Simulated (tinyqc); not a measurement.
AlGaN/GaN HEMT with access regions, lumped model: one step of the calculation.

A polarisation-induced electron sheet under a Schottky gate, in series with two ungated access regions and contacts. Drift law v = mu E/(1 + mu E/vs) under the gate. Currents in mA/mm, resistances in ohm mm. No self-heating, no channel-length modulation; fits for polarisation, barrier and offset are chosen for the exercise.

Problem. On-resistance and breakdown. sigma = (5e13 x + 1.6e13 x^2) cm^-2, phiB = 0.84 + 1.3 x, dEc = 0.7 (1.71 x + x^2) in volts, Cb = eps0 eps_r/d, VT = phiB - dEc - q sigma/Cb, access density n0 = -Cb VT/q. Ron = 2 Rc + Ls/(q mu n0) + Ld/(q mu (1 - ft) n0) + Lg/(mu Cb (Vg - VT)). Off state: a depleted stretch that holds the voltage V has the peak field sqrt(k V), k = 2 q n0/(eps0 eps_r te), so one edge holds V1 = Ec^2/k. The sheet under the plate pinches off at Vf = q n0 (1/Cb + tf/(eps0 ei)); beyond it the gate edge is screened. BV = V1 if Vf >= V1, else Vf + V1, and at most Ec Ld. Specific resistance Ron (Ls + Lg + Ld); figure of merit BV^2 over it.

Values chosen for this exercise; values close to those of AlGaN/GaN structures: aluminium share of the barrier x = 0.23; barrier thickness d = 15 nm; relative permittivity of barrier and channel eps_r = 9.1; channel mobility mu = 1100 cm^2/(V s); saturation velocity vs = 1.3e7 cm/s; gate length Lg = 0.25 um; source access length Ls = 0.5 um; drain access length Ld = 12 um; resistance of each contact Rc = 0.44 ohm mm; share of the drain-access electrons removed by traps ft = 0.42; gate voltage Vg = -0.5 V; critical field Ec = 2.9 MV/cm; depth over which the depleted charge spreads te = 0.19 um; insulator under the field plate tf = 200 nm; relative permittivity of that insulator ei = 3.9.

Constants: q = 1.602176634e-19 C, eps0 = 8.8541878128e-14 F/cm where lengths are in cm. Results are converted to the units shown.

Give: Ron; Vf; V1; BV; specific resistance; figure of merit.

Solution.

Ron = 13.62 ohm mm
Vf = 91.71 V
V1 = 41.96 V
BV = 41.96 V
specific resistance = 1.736 mohm cm^2
figure of merit = 1.014 MW/cm^2

The plate pinches off too late to screen the gate edge, so it adds nothing.

Program tinyqc, `OMP_NUM_THREADS=1 python tinyqc.py 2570080 2570081 out.jsonl`; Intel Xeon 2.30GHz, shared host, one thread, about 0.04 s.
